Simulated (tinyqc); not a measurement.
# From Ge-Ge peak back to degree of relaxation R

Model: composition and strain of an epitaxial Si(1-x)Ge(x) layer from Raman and X-ray peaks. Computed by tinyqc, a small Python program. Command: `OMP_NUM_THREADS=1 python tinyqc.py 3020820 3020821 out.jsonl epiraman inv`. One thread of a shared host (Intel(R) Xeon(R) Processor @ 2.30GHz), about 0.01 s of CPU time with the checks.

A (001) layer, biaxially strained in the plane. The Raman peaks follow empirical lines omega = w0 + c1 x + c3 x^3 + b eps (c3 for Si-Ge alone), with eps the in-plane strain.

Inputs (values chosen for the exercise, modelled on silicon-germanium):
```
quantity                     value      unit
Ge fraction x                 0.29         -
lattice constant of Si       5.431  angstrom
lattice constant of Ge       5.658  angstrom
bowing B                     0.027  angstrom
2 C12/C11 of Si              0.767         -
2 C12/C11 of Ge              0.759         -
Si-Si: w0                    520.3      1/cm
Si-Si: c1                    -64.6      1/cm
Si-Si: strain coefficient b   -758      1/cm
Si-Ge: w0                    400.3      1/cm
Si-Ge: c1                     25.7      1/cm
Si-Ge: c3                    -34.8      1/cm
Si-Ge: strain coefficient b   -545      1/cm
Ge-Ge: w0                      280      1/cm
Ge-Ge: c1                       20      1/cm
Ge-Ge: strain coefficient b   -447      1/cm
```

Substrate: germanium.

Method:
- Relaxed lattice constant a(x) = a_Si + (a_Ge - a_Si) x - B x (1 - x).
- In-plane constant a_par = a_sub + R (a(x) - a_sub); eps = a_par/a(x) - 1; eps_perp = -(2 C12/C11) eps with 2 C12/C11 linear in x; a_perp = a(x) (1 + eps_perp).
- Insert x and eps in the three lines; the strain part is b eps.

Problem. A run gave the result below. Find the degree of relaxation R, known to lie between 0.37 and 0.81.

Ge-Ge peak = 281.1502 1/cm

Solution.

Each step takes the trial c = (a f_b - b f_a)/(f_b - f_a), f being the result less the target and a, b, c the logarithms of the listed values; c replaces end b, the old b replaces a if the sign of f changed, and otherwise f_a is halved.

Scan of the range:
```
degree of relaxation R  Ge-Ge peak (1/cm)
0.370                             277.250
0.422                             277.955
0.480                             278.743
0.547                             279.652
0.624                             280.697
0.711                             281.878
0.810                             283.221
```

False position (Illinois rule, in the logarithm of the input) inside the bracket:
```
step     end a     end b     trial  Ge-Ge peak (1/cm)
1     0.624000  0.711000  0.656064            281.132
2     0.711000  0.656064  0.657348            281.149
3     0.711000  0.657348  0.657447            281.151
4     0.657348  0.657447  0.657400            281.150
```

Ge-Ge peak rises at every point of a 13-point scan of the range (every second point is shown), so one value fits; it is bracketed by 0.624 and 0.711. The scan shows a straight line, so linear interpolation between any two rows gives the answer at once. Answer: degree of relaxation R = 0.6574.
